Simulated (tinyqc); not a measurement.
Static screening by free carriers, step by step. Values are carried at full precision from step to step, so a last printed digit may differ when a step is redone from the rounded ones.

kF = (3 pi^2 n/Mv)^(1/3), EF = c kF^2/m with c = hbar^2/2m0, n in 1/angstrom^3 (1e-24 per 1/cm^3), e2 = e^2/(4 pi eps0). Thomas-Fermi: qTF^2 = 6 pi e2 n/(eps EF). Debye: qD^2 = 4 pi e2 n/(eps kB T).

Constants: hbar^2/2m0 = 3.80998211 eV angstrom^2; e^2/(4 pi eps0) = 14.39964547 eV angstrom; kB = 8.617333262e-05 eV/K; a0 (Bohr radius) = 0.5291772105 angstrom; hbar = 6.58211957e-16 eV s.

Values chosen for the exercise (near those of Ge; the results hold for these values, not for the real material):
```
symbol  value    unit        meaning
n       3.7e+18  1/cm^3      carrier density
m       0.219    m0          mass of one isotropic valley
Mv      4                    valleys
eps     15.8                 background dielectric constant
T       77       K
q       0.102    1/angstrom  wave vector
aD      29.2     angstrom    trial radius
NI      5.6e+18  1/cm^3      ionised impurities
```

## Fermi and screening wave vectors

Also the effective Bohr radius aB = a0 eps/m and rs = (3/(4 pi n))^(1/3)/aB.

kF = 0.030143 1/angstrom
EF at 0 K = 15.81 meV
EF/kT = 2.38
qTF = 0.063412 1/angstrom
qD = 0.079914 1/angstrom
aB = 38.18 angstrom
rs = 1.05

The gas is partly degenerate; neither limit is exact, and the true screening wave vector lies below both. With rs above 1 exchange and correlation, left out here, are not small.

## Screening at finite temperature

F_j(eta) = (1/Gamma(j + 1)) integral_0^infinity x^j dx/(1 + exp(x - eta)), which tends to exp(eta) for eta << 0.

At finite T: qs^2 = qD^2 F_-1/2(eta)/F_1/2(eta), where n = Mv N F_1/2(eta) and N = 2 (m kB T/(4 pi c))^(3/2) with c = hbar^2/2m0, in 1/angstrom^3; times 1e24 for 1/cm^3.

Solve for eta and form qs.

n/(Mv N) = 2.766
eta = 1.960
qs = 0.05781 1/angstrom
screening length 1/qs = 17.30 angstrom

qs is 0.723 of the Debye value and 0.912 of the Thomas-Fermi value.

## Lindhard function at one q

Lindhard at zero temperature: eps(q)/eps = 1 + (qTF/q)^2 L(x), x = q/(2 kF), L(x) = 1/2 + ((1 - x^2)/(4x)) ln|(1 + x)/(1 - x)|.

Compare with Thomas-Fermi, 1 + (qTF/q)^2.

x = 1.6919
L(x) = 0.1261
eps(q)/eps, Lindhard = 1.049
eps(q)/eps, Thomas-Fermi = 1.386

The carriers respond with 13 % of their long-wave strength at this q, beyond 2 kF, where no pair of states on the Fermi surface is joined by q. The zero-temperature form is an exercise here: at the temperature of this gas EF is only 2.4 kT.

## A donor in the screened potential

Donor in the screened potential -(e2/eps) exp(-qs r)/r with the trial function exp(-r/a): E(a) = c/(m a^2) - (e2/eps) 4/(a (2 + qs a)^2), e2 = e^2/(4 pi eps0), c = hbar^2/2m0; isotropic mass.

Evaluate both terms at a = aD.

kinetic term = 20.404 meV
potential term = -9.178 meV
E(aD) = 11.226 meV
unscreened level -m Ry/eps^2 (Ry = 13.60569312 eV) = -11.936 meV

This trial radius gives no binding, nor does any radius up to 3 aB.

## Ionised-impurity scattering at E = 3 kT

Brooks-Herring rate for an electron of energy E: 1/tau = NI (pi e2^2/(eps^2 hbar)) (sqrt(c/m)/E^(3/2)) Phi(b), with Phi = ln(1 + b) - b/(1 + b), b = (2k/qs)^2, k^2 = m E/c, NI in 1/angstrom^3.

e2 = e^2/(4 pi eps0), c = hbar^2/2m0; mobility estimate mu = tau/(m m0/e) with m0/e = 5.685630e-12 kg/C, times 1e4 for cm^2/(V s).

b = 1.369
Phi = 0.2847
1/tau = 9.39e+12 1/s
mu at this energy = 856 cm^2/(V s)

b is not large: the electron wavelength is comparable with the screening length, outside the regime that the Brooks-Herring formula is meant for.

## Checks

- Scattering rate against the golden-rule integral over angles (1/s): both 9.385e+12.
- L(x) at x = 0.7 against the integral over the Fermi sphere: both 0.81595.

Computed by tinyqc, a small Python program: `OMP_NUM_THREADS=1 python tinyqc.py 1682252 1682253 out.jsonl` (the numbers bound the seed that draws the inputs); one thread of a shared host (Intel(R) Xeon(R) Processor @ 2.30GHz), about 0.01 s for the whole set of steps.
